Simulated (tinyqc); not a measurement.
How far the fits carry: temperature and isotope dependence of a band gap in oscillator models.

E(T) = E0 - sum_i sl_i th_i n_i(T), n = 1/(exp(th/T) - 1). The same coupling lowers the gap at 0 K by the zero-point term ZP = sum_i sl_i th_i/2, so the gap of the static lattice is E0 + ZP. Thermal expansion is taken as part of the slopes.

Two-parameter forms are made to pass through the falls at the two temperatures T12: Varshni aV T^2/(T + bV), from the line T^2/fall = (T + bV)/aV; one oscillator s1 t1/(exp(t1/T) - 1), with t1 from the ratio of the falls.

Parameters, chosen for this exercise (near those of AlN; shifted at random, so the results belong to these values and not to a real crystal): E0 = 6.142 eV (gap at 0 K); th = (337, 1052) K (temperatures of two oscillators); sl = (0.266, 0.54) meV/K (their high-temperature slopes); T12 = (800, 1640) K (temperatures of the fits).

Falls of the gap from E0, and errors of the two fits against the model.

Results:

| T (K) | fall (meV) | Varshni - model (meV) | one oscillator - model (meV) | fall/ZP |
|---|---|---|---|---|
| 20 | 0.00 | 0.49 | 0.00 | 0.000 |
| 50 | 0.11 | 2.84 | -0.11 | 0.000 |
| 100 | 3.21 | 7.86 | -2.93 | 0.010 |
| 200 | 23.37 | 16.02 | -9.97 | 0.071 |
| 300 | 60.77 | 19.08 | -9.57 | 0.185 |
| 400 | 111.93 | 17.22 | -6.90 | 0.340 |
| 600 | 237.95 | 8.22 | -2.39 | 0.724 |
| 800 | 379.61 | 0.00 | 0.00 | 1.154 |

Below the first fit point the largest errors are +19.08 meV (Varshni, 300 K, on a fall of 60.77 meV) and -9.97 meV (one oscillator, 200 K); a T^2 law cannot freeze out; a single oscillator misses the soft modes. No row lies well beyond the second fit point, so the table does not test extrapolation to high T. The thermal fall equals ZP between 600 and 800 K.

tinyqc: `OMP_NUM_THREADS=1 python tinyqc.py 1881292 1881293 out.jsonl`; about 0.01 s, one thread, shared Intel(R) Xeon(R) Processor @ 2.30GHz.
